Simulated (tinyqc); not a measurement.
MOS inversion layer, Poisson-Schroedinger loop: effect of the sheet density of electrons.

Electrons confined at an insulator interface at z = 0, treated as a hard wall; parabolic valleys, Hartree approximation, no image or exchange terms. The depletion charge lies far deeper than the electrons and gives a uniform field q Nd/(eps0 eps_r); the gate balances all charge. Energies are counted from the band edge at the interface.

Schroedinger equation -(C/mz) psi'' + (V0 + U + dE for set B) psi = E psi, C = hbar^2/(2 m0), psi(0) = 0, on a uniform mesh of 800 nodes with a far wall at 29 nm, 8 levels a set; V0 = q Nd z/(eps0 eps_r); dU/dz = q (Ns - integral of n from 0 to z)/(eps0 eps_r), U(0) = 0; N_k = g md m0 q Vt/(pi hbar^2) ln(1 + exp((EF - E_k)/Vt)), g the number of valleys of the set, sum N_k = Ns. Triangular well: E_k = a_k (C F^2/mz)^(1/3), a_1 = 2.338107, a_2 = 4.087949, C = hbar^2/(2 m0), F in eV/nm. Fang-Howard (all electrons in the lowest level of set A): b^3 = 6 (mz1/C) q (Nd + 11 Ns/32)/(eps0 eps_r), centroid 3/b, level C b^2/(4 mz1) + (3/b) q (Nd + 11 Ns/16)/(eps0 eps_r). The centroid adds 3.9 z_av/eps_r to an oxide-equivalent thickness.

Inputs (values chosen for the exercise); masses and permittivity close to those of silicon (110):

| symbol | value | unit | meaning |
|---|---|---|---|
| T | 300 | K | temperature |
| eps_r | 11.5 |  | relative permittivity |
| mz1 | 0.309 | m0 | mass along z of valley set A (4 valley(s)) |
| md1 | 0.322 | m0 | in-plane density-of-states mass of set A |
| mz2 | 0.194 | m0 | mass along z of valley set B (2 valley(s)) |
| md2 | 0.419 | m0 | in-plane density-of-states mass of set B |
| Nd | 9e11 | cm^-2 | sheet density of depletion charge |
| dE | 0 | eV | extra shift of set B (strain) |

Constants: q = 1.602176634e-19 C, kB = 1.380649e-23 J/K, hbar = 1.054571817e-34 J s, m0 = 9.1093837015e-31 kg, Vt = kB T/q, eps0 = 8.8541878128e-14 F/cm where lengths are in cm, hbar^2/(2 m0) = 0.0380998212 eV nm^2. Results are converted to the units shown.

Results:
```
Ns (cm^-2),A1 (meV),B1 (meV),EF (meV),share of A1 (%),share of set A (%),centroid z_av (nm),added oxide equivalent (nm),Fang-Howard centroid (nm)
1e11,72.0,83.8,-68.1,61.3,71.7,3.71,1.26,3.35
2.1e11,76.2,88.3,-44.5,61.9,72.0,3.65,1.24,3.31
4.5e11,85.0,97.9,-15.4,63.0,72.4,3.52,1.19,3.22
9.7e11,103,117,23.3,65.0,73.3,3.30,1.12,3.06
4.4e12,196,219,161,73.0,77.7,2.54,0.861,2.45
9.4e12,301,333,292,78.6,81.3,2.08,0.705,2.04
2e13,479,526,501,83.6,85.0,1.66,0.562,1.66
```

Estimate the missing row, Ns = 2.1e12 cm^-2.

Computed row:
```
Ns (cm^-2),A1 (meV),B1 (meV),EF (meV),share of A1 (%),share of set A (%),centroid z_av (nm),added oxide equivalent (nm),Fang-Howard centroid (nm)
2.1e12,137,154,79.6,68.4,75.0,2.96,1.00,2.79
```

With this row back in the table: As Ns goes from 1e11 to 2e13, A1 rises from 72.0 to 479 meV, the share of A1 rises from 61.3 to 83.6 % and the centroid falls from 3.71 to 1.66 nm. A1 goes as Ns^(0.61) between the last two rows (a triangular well in the field of that charge alone gives 2/3). EF lies more than 2 meV above A1 for Ns = 2e13. The Fang-Howard centroid is 9.6 % below the full one in the first row, where A1 holds 61.3 %, and 0.11 % below it in the last, where A1 holds 83.6 %.

tinyqc, about 0.5 s, one thread, Intel Xeon 2.30GHz (shared host): `OMP_NUM_THREADS=1 python tinyqc.py 2160133 2160134 out.jsonl`
